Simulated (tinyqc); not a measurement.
Changing the trap depth E_t: deep-level transient spectroscopy (DLTS) of one majority-carrier trap. Computed by tinyqc, a small Python program. Command: `OMP_NUM_THREADS=1 python tinyqc.py 3019518 3019519 out.jsonl dlts sweep`. One thread of a shared host (Intel(R) Xeon(R) Processor @ 2.30GHz), about 0.09 s of CPU time with the checks.

A filling pulse loads the traps in a one-sided junction; under reverse bias they empty at the rate e, and the capacitance relaxes as C(t) = C_0 - dC exp(-e t). The signal is S = [C(t_2) - C(t_1)]/dC.

Inputs (values chosen for the exercise, with mass and screening modelled on silicon):
```
quantity                    value   unit
density-of-states mass m    0.321    m_0
valleys M                       6      -
cross-section sigma_0     8.2e-14   cm^2
degeneracy ratio g            0.5      -
gate time t_1               0.003      s
ratio t_2/t_1                   4      -
temperature T                 206      K
doping N                  2.4e+15  cm^-3
trap density N_t          9.9e+13  cm^-3
dielectric constant eps        12      -
built-in voltage V_b         0.69      V
reverse bias V_r              6.2      V
diode area                 0.0026   cm^2
capture barrier E_b           0.2     eV
```

Carriers: electrons. Extra term: capture barrier.

Constants: k_B = 8.617333262e-05 eV/K; k_B = 1.380649e-23 J/K; m_0 = 9.1093837015e-31 kg; h = 6.62607015e-34 J s; eps_0 = 8.8541878128e-12 F/m; e = 1.602176634e-19 C.

Method:
- e = g sigma v N_b exp(-E/k_B T), v = sqrt(3 k_B T/m), N_b = 2 M (2 pi m k_B T/h^2)^(3/2), sigma = sigma_0 exp(-E_b/k_B T), E = E_t.
- S(e) = exp(-e t_1) - exp(-e t_2) peaks at the rate window e_0 = ln(t_2/t_1)/(t_2 - t_1).
- T_p solves e(T) = e_0 (bisection between 15 and 1500 K); the half-height points solve S = S_max/2 on either side.
- W = sqrt(2 eps eps_0 (V_b + V_r)/(e N)), C_0 = eps eps_0 area/W. The pulse goes to zero bias, W_0 = W(V_r = 0). Traps within lambda = sqrt(2 eps eps_0 (E_t - E_F)/(e^2 N)) of the depletion edge stay filled, with E_F = k_B T_p ln(N_b/N) from the band, N_b = 2 M (2 pi m k_B T_p/h^2)^(3/2) (dopants taken as fully ionised). dC = C_0 (N_t/2N) f, f = [(W - lambda)^2 - max(W_0 - lambda, 0)^2]/W^2. The simple estimate is 2 N dC/C_0.

One run for each value:
```
trap depth E_t (eV)  peak temperature T_p (K)  full width (K)        f
0.121                                  152.76          15.159  0.84437
0.151                                  165.91          16.362  0.80944
0.181                                  178.98          17.552  0.78473
0.211                                  191.99          18.730  0.76452
0.242                                  205.35          19.935  0.74646
0.272                                  218.23          21.091  0.73086
0.302                                  231.05          22.237  0.71661
0.332                                  243.82          23.374  0.70342
```

Over the rows, peak temperature T_p (K) rises from 153 to 244 (exponent d ln y / d ln x 0.37 between the first rows and 0.57 between the last); full width (K) rises from 15.2 to 23.4 (exponent d ln y / d ln x 0.34 between the first rows and 0.53 between the last); f falls from 0.844 to 0.703 (exponent d ln y / d ln x between -0.20 and -0.17).

Extremes, crossings and ranges named in words are read from the listed rows.
